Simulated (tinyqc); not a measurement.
Mobility, diffusion coefficient and lifetime from two collectors.

Inverse problem. For an injected sheet in a field F the peak time tp at distance L obeys u^2 tp^2 + 2 D tp = L^2 with u^2 = v^2 + 4 D/tau, and the pulse area goes as exp(L (v - u)/(2 D)); v = mu F. Find u, D, mu and tau without using the Einstein relation.

Parameters, values chosen for the exercise: sweep field along the drift F = 2.1 V/cm.

distances (um): [3800, 7200]
peak times (us): [126.488952, 243.259690]
ratio of the areas, far over near = 0.690853570

Answer. The two peak times give two linear equations for u^2 and D; the area ratio gives v - u, and u^2 - v^2 = 4 D/tau gives tau.

u = 2.91e3 cm/s
D = 34.9 cm^2/s
mu = 1.35e3 cm^2/(V s)
tau = 3.20e-4 s

tinyqc, about 0.01 s, one thread, Intel Xeon 2.30GHz (shared host): `OMP_NUM_THREADS=1 python tinyqc.py 2310041 2310042 out.jsonl`
